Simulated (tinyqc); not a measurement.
Worked calculation: CIS on RHF in the sto-6g basis, for H4, spin multiplicity 1. One step of it, computed by the program tinyqc.

Question. CIS triplet states. Diagonalise A (1 hartree = 27.211386 eV); each vector has its largest component positive (the first on a tie).

CIS matrix A, triplet (hartree), order 1>3, 1>4, 2>3, 2>4:
```
[[0.668854, 0.000000, 0.000000, 0.173106],
 [0.000000, 1.224251, 0.173106, 0.000000],
 [0.000000, 0.173106, 0.459129, 0.000000],
 [0.173106, 0.000000, 0.000000, 1.039691]]
```

Give: triplet excitation energies; lowest vectors.

Answer.

triplet excitation energies (eV): [11.477, 16.343, 30.149, 34.330]

lowest vectors, order 1>3, 1>4, 2>3, 2>4:
```
[[0.000, 0.930, 0.367, 0.000],
 [-0.211, 0.000, 0.000, 0.978],
 [0.978, 0.000, 0.000, 0.211],
 [0.000, -0.367, 0.930, 0.000]]
```
